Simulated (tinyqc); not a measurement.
Grain growth, pinning, strength and diffusional creep of a polycrystal or thin film: one step, computed by the program tinyqc.

One mean grain size d describes the structure.

Problem. Diffusional creep at T_c. Nabarro-Herring rate = 14 sigma Omega D_l/(k_B T d^2), D_l = D0 exp(-Q_l/(k_B T)); Coble rate = 14 pi sigma Omega delta D_b/(k_B T d^3), delta D_b = delta D0b exp(-Q_b/(k_B T)); they are equal at d_x = pi delta D_b/D_l.

Inputs (values chosen for the exercise, modelled on aluminium):

| quantity | value | unit |
|---|---|---|
| atomic volume Omega | 16.59 | angstrom^3 |
| anneal temperature T | 388 | K |
| lattice diffusion energy Q_l | 1.41 | eV |
| boundary diffusion energy Q_b | 0.887 | eV |
| lattice prefactor D0 | 1.6e-05 | m^2/s |
| boundary prefactor delta D0b | 1.5e-14 | m^3/s |
| applied stress sigma | 18 | MPa |
| service temperature T_c | 327 | K |

grain size d = 96.80173 nm

Constants: k_B = 1.380649e-23 J/K; k_B = 8.617333262e-05 eV/K.

Give: Nabarro-Herring rate; Coble rate; crossover size d_x; time to 1 % strain.

Solution.

Nabarro-Herring rate = 2.9364e-13 1/s

Coble rate = 1.0271e-06 1/s

crossover size d_x = 3.3860e+05 micrometre

time to 1 % strain = 9736.1 s

Boundary diffusion carries the creep, by a factor 3.5e6.
